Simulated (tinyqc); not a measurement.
Undoped symmetric double-gate MOSFET, analytic potential model: transfer curve and volume inversion.

An undoped body of thickness ts between two equal insulators and tied gates; long channel, electrons only, n = ni exp((psi - V)/Vt) with V the quasi-Fermi potential (0 at the source, Vd at the drain), constant mobility, no quantisation. Across the body psi(x) = V - 2 Vt ln[(ts/(2 beta)) sqrt(q ni/(2 eps0 eps_r Vt)) cos(2 beta x/ts)], x from the centre. Q is the electron charge per area of the whole body.

ni = sqrt(Nc Nv) exp(-Eg/(2 Vt)), Eg in volts; r = eps_r tox/(eox ts); V0 = dphi + 2 Vt ln[(2/ts) sqrt(2 eps0 eps_r Vt/(q ni))]. beta (between 0 and pi/2) solves (Vg - V0 - V)/(2 Vt) = ln(beta) - ln(cos beta) + 2 r beta tan(beta). Q = 8 eps0 eps_r Vt beta tan(beta)/ts; I = mu (1/L)(4 eps0 eps_r/ts)(2 Vt)^2 [g(beta_s) - g(beta_d)] per width, g = beta tan(beta) - beta^2/2 + r beta^2 tan^2(beta), with beta_s at V = 0 and beta_d at V = Vd. The drop is psi(surface) - psi(centre) at the source end; C = dQs/dVg, Cg = 2 eps0 eox/tox; gm = dI/dVg.

Values chosen for this exercise; material values close to those of silicon: temperature T = 273 K; band gap Eg = 1.13 eV; relative permittivity of the semiconductor eps_r = 11.9; conduction-band density of states at T Nc = 2.46e19 cm^-3; valence-band density of states at T Nv = 2.3e19 cm^-3; relative permittivity of the gate insulator eox = 7.54; insulator thickness tox = 4 nm; body thickness ts = 5 nm; gate work function less that of the intrinsic body dphi = 0.06 V; channel mobility mu = 590 cm^2/(V s); gate length L = 0.2 um; drain voltage Vd = 0.1 V.

Constants: q = 1.602176634e-19 C, kB = 1.380649e-23 J/K, Vt = kB T/q, eps0 = 8.8541878128e-14 F/cm where lengths are in cm. Results are converted to the units shown.

Results:
```
Vg (V)  Qs (nC/cm^2)  drop (mV)       C/Cg  I (uA/um)  gm/I (1/V)
0.29       0.0012464  7.3934e-5  1.5872e-5  8.5268e-5      42.507
0.4          0.13351  0.0079190  0.0016969  0.0091421      42.466
0.63          180.14     9.9253    0.64659     26.586      17.344
0.74          449.17     22.344    0.79245     95.063      7.6674
0.85          752.38     33.747    0.85232     180.72      4.5156
0.96          1072.0     43.637    0.88571     273.06      3.1447
1.08          1431.7     52.903    0.90874     377.88      2.3454
1.19          1768.2     60.264    0.92324     476.35      1.8958
```

Estimate the missing row, Vg = 0.51 V.

Computed row:
```
Vg (V)  Qs (nC/cm^2)  drop (mV)     C/Cg  I (uA/um)  gm/I (1/V)
0.51          12.066    0.71208  0.13091    0.89591      39.057
```

With this row back in the table: The current rises from 8.53e-5 to 476 uA/um. In the first row gm/I is 42.5 1/V, within 0.01 % of 1/Vt: with no depletion charge the whole body follows the gate, and the swing is ideal. The drop between surface and centre goes from 7.4e-5 to 60.3 mV and passes Vt at Vg = 0.85 V among the rows; below that the density varies across the body by less than a factor of e (volume inversion). C reaches 0.92 of Cg in the last row. For Vg = 0.74 to 1.19 V the surface density at the source passes 0.3 Nc, where Boltzmann statistics fail. In every row the body is thin enough for quantum confinement, left out here, to raise the threshold.

Computed by the program tinyqc: `OMP_NUM_THREADS=1 python tinyqc.py 2440055 2440056 out.jsonl`, one thread of a shared Intel Xeon 2.30GHz, about 0.02 s for the whole run.
